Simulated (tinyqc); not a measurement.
Inside a calculation. Model: energy and delay of logic against supply voltage.

tinyqc, about 0.01 s, one thread, Intel Xeon 2.30GHz (shared host): `OMP_NUM_THREADS=1 python tinyqc.py 2082074 2082075 out.jsonl` Printed values are rounded.

One expression serves below and above threshold: I(Vg) = Ik [ln(1 + exp((Vg - VT + dd V)/(al nf Vt)))]^al, with I_on = I(V) and I_off = I(0). Gate delay td = kd C V/I_on, clock period LD td. Per gate and cycle the switching energy is act C V^2 and the leakage energy I_off V LD td. No short-circuit current, no variation. Minima are sought above 0.09 V; below a few Vt gates no longer switch and the model has no meaning.

Values chosen for this exercise; values of the order met in logic technologies: temperature T = 358 K; threshold voltage at zero drain bias VT = 0.39 V; slope factor nf = 1.19; barrier lowering per volt of supply dd = 0.09; specific current of a gate Ik = 2 uA; exponent of the current law al = 1.7; load capacitance of a gate C = 2 fF; delay factor kd = 1.1; logic depth LD = 20; activity factor act = 0.02; supply voltage V = 1.05 V.

Constants: q = 1.602176634e-19 C, kB = 1.380649e-23 J/K, Vt = kB T/q. Results are converted to the units shown.

## Currents, delay and energies

I_on, I_off, td, clock frequency 1/(LD td), both energies and their sum.

I_on = 138.396 uA
I_off = 0.633959 nA
td = 16.6913 ps
clock frequency = 2.99558 GHz
switching energy = 44.1 aJ
leakage energy = 0.222213 aJ
energy = 44.3222 aJ

I_on/I_off = 2.18e5; leakage makes up 0.501 % of the energy.

## Starting value

V = 0.27 V.

V at the start = 0.27 V

## Iteration 1: new V

Minimum-energy supply: E(V) is the energy per gate and cycle; with h = 0.001 V, E' = (E(V + h) - E(V - h))/(2 h), E'' = (E(V - h) - 2 E(V) + E(V + h))/h^2, V(new) = V - E'/E''.

E' = -19.8715 aJ/V
E'' = 821.258 aJ/V^2
V after iteration 1 = 0.294196 V

## Iteration 2: new V

As before.

E' = -3.18446 aJ/V
E'' = 571.882 aJ/V^2
V after iteration 2 = 0.299765 V

## Course of the iteration

Stop when the step is below 1e-9 V, or after 40 iterations.

Course of the iteration:
```
iteration	V before the step (V)	step (V)
1	0.27	0.0242
2	0.294196	5.57e-3
3	0.299765	2.47e-4
4	0.300012	4.58e-7
5	0.300013	-7.34e-12
```

Converged in 5 iterations. There leakage makes up 28.9 % of the energy and the clock runs at 20.8 MHz.
